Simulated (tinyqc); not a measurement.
Pariser-Parr-Pople SCF with singles CI, for the molecule N=Cc1ccccc1 (SMILES; centres numbered as the heavy atoms are written), step by step. Computed by tinyqc, a small Python program that keeps every step. Settings: charge = 0, gamma = Ohno, start = huckel, damping = 0, iteration cap = 57, excitations kept = 9. Command: `OMP_NUM_THREADS=1 python tinyqc.py 26572 26573 out.jsonl` (the two numbers bound the seeds that draw the settings). One thread of a shared host (Intel(R) Xeon(R) Processor @ 2.60GHz), about 0.01 s of CPU time with the checks. Later iterations appear only in the table of the cycle.

## PPP integrals

Centres (angstrom, eV; a flat drawing with bonds scaled to 1.40 angstrom):
```
centre          x          y  core charge z          W   gamma_rr
1N      -2.879000   0.438000              1  14.100000  12.300000
2C      -1.930000  -0.591000              1  11.160000  11.130000
3C      -0.564000  -0.283000              1  11.160000  11.130000
4C       0.385000  -1.311000              1  11.160000  11.130000
5C       1.751000  -1.003000              1  11.160000  11.130000
6C       2.167000   0.333000              1  11.160000  11.130000
7C       1.218000   1.362000              1  11.160000  11.130000
8C      -0.148000   1.054000              1  11.160000  11.130000
```

Resonance integrals (eV):
```
i  j       beta
1  2  -2.510000
2  3  -2.390000
3  4  -2.390000
4  5  -2.390000
5  6  -2.390000
6  7  -2.390000
7  8  -2.390000
8  3  -2.390000
```

Ohno: gamma = 14.399645/sqrt(R^2 + a^2), a = 2 x 14.399645/(gamma_rr + gamma_ss); H_rr = -W_r - sum_(s != r) z_s gamma_rs; H_rs = beta for bonds.

repulsion gamma_rs (eV):
```
           1N         2C         3C         4C         5C         6C         7C         8C
1N  12.300000   7.729818   5.297028   3.690574   2.878535   2.772035   3.290539   4.709525
2C   7.729818  11.130000   7.553010   5.240060   3.670163   3.276624   3.669614   5.238699
3C   5.297028   7.553010  11.130000   7.556581   5.240060   4.668999   5.238699   7.553212
4C   3.690574   5.240060   7.556581  11.130000   7.553010   5.239840   4.668753   5.240168
5C   2.878535   3.670163   5.240060   7.553010  11.130000   7.555992   5.240168   4.669089
6C   2.772035   3.276624   4.668999   5.239840   7.555992  11.130000   7.554442   5.239560
7C   3.290539   3.669614   5.238699   4.668753   5.240168   7.554442  11.130000   7.553010
8C   4.709525   5.238699   7.553212   5.240168   4.669089   5.239560   7.553010  11.130000
```

core matrix H (eV):
```
            1N          2C          3C          4C          5C          6C          7C          8C
1N  -44.468056   -2.510000    0.000000    0.000000    0.000000    0.000000    0.000000    0.000000
2C   -2.510000  -47.537988   -2.390000    0.000000    0.000000    0.000000    0.000000    0.000000
3C    0.000000   -2.390000  -54.267590   -2.390000    0.000000    0.000000    0.000000   -2.390000
4C    0.000000    0.000000   -2.390000  -50.348986   -2.390000    0.000000    0.000000    0.000000
5C    0.000000    0.000000    0.000000   -2.390000  -47.967016   -2.390000    0.000000    0.000000
6C    0.000000    0.000000    0.000000    0.000000   -2.390000  -47.467492   -2.390000    0.000000
7C    0.000000    0.000000    0.000000    0.000000    0.000000   -2.390000  -48.375225   -2.390000
8C    0.000000    0.000000   -2.390000    0.000000    0.000000    0.000000   -2.390000  -51.363263
```

## Starting guess

pi electrons, sum of z_r less the charge = 8

Orbitals of the Hueckel matrix of the beta values.

P at the start:
```
           1N         2C         3C         4C         5C         6C         7C         8C
1N   1.000000   0.914882   0.000000  -0.248311   0.000000   0.199183   0.000000  -0.248311
2C   0.914882   1.000000   0.398264   0.000000  -0.046779   0.000000  -0.046779   0.000000
3C   0.000000   0.398264   1.000000   0.612264   0.000000  -0.302742   0.000000   0.612264
4C  -0.248311   0.000000   0.612264   1.000000   0.678150   0.000000  -0.321850   0.000000
5C   0.000000  -0.046779   0.000000   0.678150   1.000000   0.659042   0.000000  -0.321850
6C   0.199183   0.000000  -0.302742   0.000000   0.659042   1.000000   0.659042   0.000000
7C   0.000000  -0.046779   0.000000  -0.321850   0.000000   0.659042   1.000000   0.678150
8C  -0.248311   0.000000   0.612264   0.000000  -0.321850   0.000000   0.678150   1.000000
```

## Iteration 1: Fock matrix

F_rr = H_rr + P_rr gamma_rr / 2 + sum_(s != r) P_ss gamma_rs; F_rs = H_rs - P_rs gamma_rs / 2; E = tr P (H + F) / 2 + core repulsion sum_(r<s) z_r z_s gamma_rs.

F (eV):
```
           1N         2C         3C         4C         5C         6C         7C         8C
1N  -7.950000  -6.045936   0.000000   0.458205   0.000000  -0.276072   0.000000   0.584713
2C  -6.045936  -5.595000  -3.894046   0.000000   0.085843   0.000000   0.085830   0.000000
3C   0.000000  -3.894046  -5.595000  -4.703310   0.000000   0.706750   0.000000  -4.702278
4C   0.458205   0.000000  -4.703310  -5.595000  -4.951038   0.000000   0.751318   0.000000
5C   0.000000   0.085843   0.000000  -4.951038  -5.595000  -4.879859   0.000000   0.751372
6C  -0.276072   0.000000   0.706750   0.000000  -4.879859  -5.595000  -4.879348   0.000000
7C   0.000000   0.085830   0.000000   0.751318   0.000000  -4.879348  -5.595000  -4.951038
8C   0.584713   0.000000  -4.702278   0.000000   0.751372   0.000000  -4.951038  -5.595000
```

pi energy = -109.241398 eV

## Iteration 1: orbitals and new P

Diagonalise F (the basis is taken as orthonormal) and form P = 2 sum c c over the lowest orbitals.

orbital energies (eV): -15.073988  -13.426595  -11.298866  -10.900816  -1.556240  0.107920  1.297620  3.735966

P after iteration 1:
```
           1N         2C         3C         4C         5C         6C         7C         8C
1N   1.200358   0.914522  -0.022144  -0.213842   0.004185   0.163650   0.005302  -0.224636
2C   0.914522   0.840370   0.358971   0.050114  -0.039647  -0.041367  -0.029986   0.051131
3C  -0.022144   0.358971   1.004484   0.621129  -0.000956  -0.312526  -0.001193   0.622216
4C  -0.213842   0.050114   0.621129   0.983344   0.677846   0.014038  -0.325150  -0.016904
5C   0.004185  -0.039647  -0.000956   0.677846   1.000212   0.659565   0.000263  -0.322347
6C   0.163650  -0.041367  -0.312526   0.014038   0.659565   0.988069   0.662017   0.014219
7C   0.005302  -0.029986  -0.001193  -0.325150   0.000263   0.662017   1.000327   0.674597
8C  -0.224636   0.051131   0.622216  -0.016904  -0.322347   0.014219   0.674597   0.982836
```

## Iteration 2: Fock matrix

As before.

F (eV):
```
           1N         2C         3C         4C         5C         6C         7C         8C
1N  -8.101649  -6.044543   0.058649   0.394600  -0.006023  -0.226822  -0.008723   0.528963
2C  -6.044543  -5.115053  -3.745656  -0.131301   0.072755   0.067772   0.055019  -0.133931
3C   0.058649  -3.745656  -6.022818  -4.736807   0.002504   0.729592   0.003125  -4.739865
4C   0.394600  -0.131301  -4.736807  -5.900172  -4.949890  -0.036777   0.759022   0.044289
5C  -0.006023   0.072755   0.002504  -4.949890  -5.873833  -4.881835  -0.000689   0.752533
6C  -0.226822   0.067772   0.729592  -0.036777  -4.881835  -5.781242  -4.890586  -0.037250
7C  -0.008723   0.055019   0.003125   0.759022  -0.000689  -4.890586  -5.792607  -4.937620
8C   0.528963  -0.133931  -4.739865   0.044289   0.752533  -0.037250  -4.937620  -5.695644
```

pi energy = -109.594457 eV

## Iteration 2: orbitals and new P

As before.

orbital energies (eV): -15.289367  -13.403388  -11.536433  -11.101891  -1.477781  -0.136717  1.187445  3.475113

P after iteration 2:
```
           1N         2C         3C         4C         5C         6C         7C         8C
1N   1.256125   0.909888  -0.031032  -0.197374   0.007005   0.148370   0.004395  -0.210957
2C   0.909888   0.791097   0.341664   0.059805  -0.037638  -0.047570  -0.024470   0.062245
3C  -0.031032   0.341664   1.023276   0.624289  -0.009333  -0.314732   0.000659   0.626802
4C  -0.197374   0.059805   0.624289   0.981370   0.677847   0.019022  -0.326826  -0.027010
5C   0.007005  -0.037638  -0.009333   0.677847   1.002145   0.659360   0.001921  -0.322810
6C   0.148370  -0.047570  -0.314732   0.019022   0.659360   0.979874   0.663716   0.025031
7C   0.004395  -0.024470   0.000659  -0.326826   0.001921   0.663716   0.999804   0.672342
8C  -0.210957   0.062245   0.626802  -0.027010  -0.322810   0.025031   0.672342   0.966308
```

## Iteration 3: Fock matrix

As before.

F (eV):
```
           1N         2C         3C         4C         5C         6C         7C         8C
1N  -8.144007  -6.026633   0.082188   0.364212  -0.010083  -0.205643  -0.007232   0.496754
2C  -6.026633  -4.934854  -3.680297  -0.156691   0.069068   0.077934   0.044898  -0.163041
3C   0.082188  -3.680297  -6.165625  -4.748744   0.024452   0.734741  -0.001726  -4.757185
4C   0.364212  -0.156691  -4.748744  -5.938922  -4.949894  -0.049837   0.762934   0.070769
5C  -0.010083   0.069068   0.024452  -4.949894  -5.941655  -4.881058  -0.005032   0.753615
6C  -0.205643   0.077934   0.734741  -0.049837  -4.881058  -5.832250  -4.897002  -0.065576
7C  -0.007232   0.044898  -0.001726   0.762934  -0.005032  -4.897002  -5.880208  -4.929103
8C   0.496754  -0.163041  -4.757185   0.070769   0.753615  -0.065576  -4.929103  -5.689375
```

pi energy = -109.634554 eV

## Iteration 3: orbitals and new P

As before.

orbital energies (eV): -15.333854  -13.377066  -11.593164  -11.147547  -1.456224  -0.195876  1.161306  3.415528

P after iteration 3:
```
           1N         2C         3C         4C         5C         6C         7C         8C
1N   1.275208   0.908089  -0.034843  -0.190453   0.008041   0.142168   0.003668  -0.204597
2C   0.908089   0.773372   0.334168   0.062119  -0.036779  -0.048521  -0.022684   0.065318
3C  -0.034843   0.334168   1.035018   0.625286  -0.013418  -0.315066   0.001218   0.628857
4C  -0.190453   0.062119   0.625286   0.978440   0.677981   0.022047  -0.327612  -0.030797
5C   0.008041  -0.036779  -0.013418   0.677981   1.004167   0.659025   0.001471  -0.323127
6C   0.142168  -0.048521  -0.315066   0.022047   0.659025   0.975386   0.664739   0.029726
7C   0.003668  -0.022684   0.001218  -0.327612   0.001471   0.664739   1.002152   0.671012
8C  -0.204597   0.065318   0.628857  -0.030797  -0.323127   0.029726   0.671012   0.956258
```

## Convergence

Stop when output and input P, before any damping, agree to 1e-7.

Course of the cycle:
```
iteration         E (eV)  largest |P(out) - P(in)|
1          -109.24139751                  2.00e-01
2          -109.59445738                  5.58e-02
3          -109.63455361                  1.91e-02
4          -109.64122872                  7.24e-03
5          -109.64261433                  3.52e-03
6          -109.64296282                  1.94e-03
7          -109.64306562                  1.10e-03
8          -109.64309955                  6.50e-04
9          -109.64311154                  3.89e-04
10         -109.64311593                  2.35e-04
11         -109.64311758                  1.43e-04
...                  ...                       ...
17         -109.64311858                  7.66e-06
18         -109.64311858                  4.73e-06
19         -109.64311858                  2.92e-06
20         -109.64311858                  1.80e-06
21         -109.64311858                  1.11e-06
22         -109.64311858                  6.87e-07
23         -109.64311858                  4.25e-07
24         -109.64311858                  2.63e-07
25         -109.64311858                  1.62e-07
26         -109.64311858                  1.01e-07
27         -109.64311858                  6.23e-08
```

Converged in 27 iterations.

## Converged orbitals

Charges are z - P_rr.

orbital energies (eV): -15.355119  -13.354255  -11.622735  -11.170091  -1.435873  -0.227556  1.149701  3.384333

coefficients:
```
         MO1        MO2        MO3        MO4        MO5        MO6        MO7        MO8
1N  0.205485   0.570068   0.006532   0.526084  -0.454709   0.018034  -0.362167   0.133192
2C  0.295425   0.502590   0.014695   0.201692   0.457328  -0.011237   0.569857  -0.291922
3C  0.497808   0.225100   0.012183  -0.475570   0.364741  -0.014923  -0.336684   0.478108
4C  0.398755  -0.046896  -0.498458  -0.274731  -0.350369  -0.489539   0.016417  -0.390105
5C  0.339277  -0.307289  -0.499356   0.215437  -0.117992   0.513254   0.313383   0.345157
6C  0.312284  -0.417030   0.008803   0.460592   0.428587  -0.032076  -0.471382  -0.330796
7C  0.327977  -0.312857   0.506283   0.207975  -0.176031  -0.479072   0.331750   0.352733
8C  0.378791  -0.057755   0.495355  -0.281247  -0.315753   0.515469  -0.002106  -0.404094
```

pi charges: 1N -0.288018, 2C 0.238462, 3C -0.049596, 4C 0.029717, 5C -0.010612, 6C 0.032685, 7C -0.010049, 8C 0.057411

## Singles CI, singlets

Over the 9 single excitations with the smallest orbital gaps: A = (e_a - e_i) delta + 2 (ia|jb) - (ij|ab), with (pq|rs) = sum c_mp c_mq gamma_mn c_nr c_ns. f = 2/3 w |mu|^2 in atomic units, mu = sqrt2 sum c_ia sum_m c_mi c_ma R_m.

singlet CI matrix (eV):
```
           4>5        3>5        4>6        3>6        2>5        4>7        3>7        2>6
4>5   5.192711   0.112308   0.112180  -0.676045  -0.089553  -0.093625  -0.048589   0.042816
3>5   0.112308   5.635379   0.844219  -0.002176   0.114702   0.112399   0.430126  -0.498920
4>6   0.112180   0.844219   6.253424  -0.000463   0.144323   0.087682  -0.600406   0.577360
3>6  -0.676045  -0.002176  -0.000463   6.320759   0.498377   0.622715  -0.014929   0.009580
2>5  -0.089553   0.114702   0.144323   0.498377   7.311620  -0.245478  -0.035550   0.025253
4>7  -0.093625   0.112399   0.087682   0.622715  -0.245478   7.554609  -0.007655   0.010480
3>7  -0.048589   0.430126  -0.600406  -0.014929  -0.035550  -0.007655   7.844237   0.231581
2>6   0.042816  -0.498920   0.577360   0.009580   0.025253   0.010480   0.231581   8.448521
1>5   0.385424  -0.009358   0.045081   0.202694  -0.136382   0.258651  -0.059715   0.032366

           1>5
4>5   0.385424
3>5  -0.009358
4>6   0.045081
3>6   0.202694
2>5  -0.136382
4>7   0.258651
3>7  -0.059715
2>6   0.032366
1>5   8.666184
```

singlet excitation energies (eV): 4.703594  4.811657  6.052740  6.810720  7.541528  7.807219  8.057634  8.621563  8.820788

oscillator strengths: 0.033106  0.220139  0.688331  0.828547  0.158789  0.498320  0.392202  0.164132  0.041791

## Singles CI, triplets

Over the 9 single excitations with the smallest orbital gaps: A = (e_a - e_i) delta - (ij|ab), with (pq|rs) = sum c_mp c_mq gamma_mn c_nr c_ns.

triplet CI matrix (eV):
```
           4>5        3>5        4>6        3>6        2>5        4>7        3>7        2>6
4>5   3.554759   0.006322   0.060503  -0.202068  -0.332997  -0.083093   0.013235   0.089354
3>5   0.006322   4.568861  -0.202068  -0.059099   0.005310   0.013235   1.040563  -0.056239
4>6   0.060503  -0.202068   5.197398   0.039754   0.089354   0.018908   0.076265   1.090931
3>6  -0.202068  -0.059099   0.039754   4.251133  -0.056239   0.076265  -0.020256   0.014044
2>5  -0.332997   0.005310   0.089354  -0.056239   5.760263  -1.595272  -0.046750   0.082456
4>7  -0.083093   0.013235   0.018908   0.076265  -1.595272   6.268640   0.008035   0.085950
3>7   0.013235   1.040563   0.076265  -0.020256  -0.046750   0.008035   7.209943  -0.312183
2>6   0.089354  -0.056239   1.090931   0.014044   0.082456   0.085950  -0.312183   7.963123
1>5   0.319875  -0.054452   0.026403   0.321813  -0.518747   0.014366  -0.039159   0.055646

           1>5
4>5   0.319875
3>5  -0.054452
4>6   0.026403
3>6   0.321813
2>5  -0.518747
4>7   0.014366
3>7  -0.039159
2>6   0.055646
1>5   7.818377
```

triplet excitation energies (eV): 3.385282  4.118139  4.242225  4.480621  4.890566  7.366213  7.495176  8.155134  8.459143
